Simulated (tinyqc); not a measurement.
Barrier and mass from two temperatures.

Problem. The saturation current of a Schottky diode is J0 = A* T^2 exp(-q phi/(kB T)) with a fixed barrier and A* = 4 pi q me m0 kB^2/h^3 (times 1e-4 for A/(cm^2 K^2)). Find phi, A* and me.

Constants: q = 1.602176634e-19 C, kB = 1.380649e-23 J/K, h = 6.62607015e-34 J s, m0 = 9.1093837015e-31 kg. Results are converted to the units shown.

J0 at 280 and 400 K (A/cm^2): 3.7652651e-7  0.0059351044

Answer. The slope of ln(J0/T^2) against q/(kB T) is -phi and the intercept is ln A*.

phi = 0.720 eV
A* = 43.7 A/(cm^2 K^2)
me = 0.364 m0

tinyqc, about 0.01 s, one thread, Intel Xeon 2.30GHz (shared host): `OMP_NUM_THREADS=1 python tinyqc.py 2640146 2640147 out.jsonl`
